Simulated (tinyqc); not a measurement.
## Input admittance of a MOSFET at zero drain bias: distributed channel and distributed gate: dividing a fixed width into fingers

Source and drain grounded, strong inversion, w = 2 pi f, Cox = eps0 eox/tox. The channel is an RC line of resistance 1/(mu Cox Vo) per square fed from both ends, so one finger has the intrinsic admittance y = i w Cox L tanh(g)/g per width, g = (1/2) sqrt(i w tau), tau = L^2/(mu Vo). The vertical resistance rv/L is in series with y, the overlaps 2 i w Cov in parallel: y_t = 1/(1/y + rv/L) + 2 i w Cov. The gate strip is a line of Rsh/L per length loaded by y_t, so a finger has Y = y_t Wf tanh(k)/k, k = (Wf/sd) sqrt(y_t Rsh/L); the device has Nf Y.

Low-frequency limits, with c = Cox L and ct = c + 2 Cov: R_strip = Rsh Wf/(3 sd^2 L Nf), R_ch = (c/ct)^2 L/(12 mu Cox Vo Wf Nf), R_vert = (c/ct)^2 rv/(L Wf Nf), C = ct Wf Nf. Total width Wf Nf = 6.8 um; each finger also has a contact resistance Rc at each contacted end, which adds Rc/(sd Nf). The resistances are low-frequency limits, good while |k| is below about 1; the far-point signal is |1/cosh k| at f, without Rc.

Values chosen for this exercise; values of the order met in silicon radio-frequency transistors: relative permittivity of the gate insulator (close to silicon dioxide) eox = 3.9; insulator thickness tox = 5 nm; channel length L = 0.38 um; channel mobility mu = 110 cm^2/(V s); gate overdrive Vo = 0.39 V; sheet resistance of the gate Rsh = 3.2 ohm/square; vertical resistivity of the gate stack rv = 0 ohm um^2; number of ends at which a finger is contacted sd = 1; overlap and fringe capacitance on each side Cov = 0.25 fF/um; frequency f = 3.6 GHz.

Constants: eps0 = 8.8541878128e-14 F/cm where lengths are in cm. Results are converted to the units shown.

The same in every row: R_ch + R_vert (ohm) = 110.9.

Result of one run:

| Wf (um) | R_strip (ohm) | Rc/(sd Nf) for Rc = 30 ohm (ohm) | sum (ohm) | signal at the far point |
|---|---|---|---|---|
| 0.2125 | 0.01864 | 0.9375 | 111.9 | 1.000 |

Which number of fingers Nf gave this result: 4, 8, 32 or 64?

Nf = 32.

The whole series:

| Nf | Wf (um) | R_strip (ohm) | Rc/(sd Nf) for Rc = 30 ohm (ohm) | sum (ohm) | signal at the far point |
|---|---|---|---|---|---|
| 1 | 6.800 | 19.09 | 30.00 | 160.0 | 0.9992 |
| 2 | 3.400 | 4.772 | 15.00 | 130.7 | 0.9998 |
| 4 | 1.700 | 1.193 | 7.500 | 119.6 | 1.000 |
| 8 | 0.8500 | 0.2982 | 3.750 | 114.9 | 1.000 |
| 16 | 0.4250 | 0.07456 | 1.875 | 112.8 | 1.000 |
| 32 | 0.2125 | 0.01864 | 0.9375 | 111.9 | 1.000 |
| 64 | 0.1062 | 0.004660 | 0.4688 | 111.4 | 1.000 |
| 128 | 0.05312 | 0.001165 | 0.2344 | 111.1 | 1.000 |

R_strip falls as 1/Nf^2, from 19.1 to 0.00117 ohm, the contact term as 1/Nf, and R_ch + R_vert stays at 111 ohm since the total width is fixed. The sum is within a factor 1.5 of that floor from Nf = 1 on. More fingers add wiring capacitance, which is left out.

Computed by the program tinyqc: `OMP_NUM_THREADS=1 python tinyqc.py 2262215 2262216 out.jsonl`, one thread of a shared Intel Xeon 2.30GHz, about 0.01 s for the whole run.
